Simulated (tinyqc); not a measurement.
Hole subbands of a hard-walled well, four-band Luttinger model: sweeps and comparisons. A value that a table varies takes the place of the one given here.

Hole energies are counted downwards from the unstrained band edge, c = hbar^2/2m0. After the usual block transformation one block is H = [[P + Q - Zs, R - i S], [R + i S, P - Q + Zs]] in (heavy, light), with P +/- Q = c [(g1 +/- g2) k^2 + (g1 -/+ 2 g2) kz^2], R = sqrt(3) c gR k^2, S = 2 sqrt(3) c g3 k kz, kz = -i d/dz; axial approximation gR = (g2 + g3)/2. Zs = b (e_par - e_perp) is the shear part of the strain (the hydrostatic part shifts all levels alike and is left out). Basis sqrt(2/L) sin(n pi z/L), n = 1 to N, for each component: kz^2 gives (n pi/L)^2 and the heavy-light block is R delta_nm - 2 sqrt(3) c g3 k D_nm with D_nm = 4 n m/(L (n^2 - m^2)) for n + m odd, 0 otherwise. The other block has the same levels. The split-off band is left out, a severe simplification for a spin-orbit splitting near 0.04 eV.

Constants: hbar^2/2m0 = 3.80998211 eV angstrom^2.

Parameters, chosen for this exercise (near those of Si; the results hold for these values, not for the real material): g1 = 4.3 (Luttinger gamma1); g2 = 0.34 (gamma2); g3 = 1.45 (gamma3); L = 125 angstrom (well width along [001]); Zs = 0 eV (shear strain energy); k = 0.0348 1/angstrom (wave vector in the plane); Zlist = (-0.0182, -0.0103, -0.0067, -0.0022, 0, 0.0036, 0.0108) eV (shear strain energies (negative: tension in the plane, for b < 0)).

## Which coupling does what

N = 20, at the given k. Diagonal: R = S = 0. Along [100] and [110] gR is g2 and g3 instead of their mean.

Hole energies (meV):
```
model        E1     E2     E3     E4
diagonal  30.12  30.26  56.26  66.21
R alone   23.04  37.34  52.52  69.95
S alone   22.68  23.98  52.89  54.74
axial     18.08  26.87  52.50  55.83
[100]     21.38  25.04  52.75  54.97
[110]     14.43  27.63  52.94  56.65
```

How do the results move?

The couplings move E1 by -12.04 meV: R alone by -7.09, S alone by -7.44, so S matters more at k L/pi = 1.38 (R grows as k^2 and joins equal n, S as k and joins n of opposite parity). Warping spreads E1 by 6.95 meV between [100] and [110], the hole being heavier along [110]; the axial value lies between them.

## Strain

N = 20. dE is the rise of the top subband from k = 0 to k1 = pi/(4L), m1 = c k1^2/dE (dash if dE is not positive), and the heavy weight is taken at k = pi/L.

Top subband:
```
Zs (eV)  HH1 (meV)  LH1 (meV)  dE (meV)  heavy weight  m1 (m0)
-0.0182       26.9       -6.2     0.475         0.039    0.317
-0.0103       19.0        1.7     0.432         0.078    0.348
-0.0067       15.4        5.3     0.400         0.126    0.376
-0.0022       10.9        9.8     0.306         0.322    0.492
0.0000         8.7       12.0     0.505         0.551    0.298
0.0036         5.1       15.6     0.543         0.831    0.277
0.0108        -2.1       22.8     0.580         0.946    0.259
```

How do the results move?

HH1 and LH1 cross at Zs = -2 c g2 (pi/L)^2 = -0.0016 eV; for more negative Zs the light hole is on top. Among the rows with HH1 on top, m1 goes from 0.298 to 0.259 m0 as the splitting widens from 3 to 25 meV, against the unmixed 1/(g1 + g2) = 0.216: compression lightens the holes here. m1 describes the neighbourhood of k = 0 only; where HH1 and LH1 lie close, the band may peak further out.

## What each parameter does

N = 20; the three lowest hole energies at the given k and the heavy weight of the lowest. Each row changes one parameter from the base and keeps the others.

Results:
```
case                   E1 (meV)  E2 (meV)  E3 (meV)  heavy weight
base                      18.08     26.87     52.50         0.477
g1 = 4.64                 20.77     30.21     57.10         0.479
g2 = 0.37                 17.97     26.89     52.38         0.476
g3 = 1.33                 19.29     28.16     52.84         0.478
L = 115 angstrom          19.76     29.27     58.82         0.490
Zs = 0.02 eV               5.97     22.48     53.30         0.936
k = 0.0452 1/angstrom     24.58     34.80     62.30         0.454
```

What does this show?

The largest shifts from the base row, up to three for each result and ties (the steps differ in size, so this ranks the rows, not the parameters). E1 (meV): Zs -12.11, k +6.50, g1 +2.68. E2 (meV): k +7.92, Zs -4.39, g1 +3.34. E3 (meV): k +9.80, L +6.33, g1 +4.60. heavy weight: Zs +0.459, k -0.023, L +0.013.

Computed by tinyqc, a small Python program: `OMP_NUM_THREADS=1 python tinyqc.py 1282092 1282093 out.jsonl` (the numbers bound the seed that draws the inputs); one thread of a shared host (Intel(R) Xeon(R) Processor @ 2.30GHz), about 0.1 s for the whole set of steps.
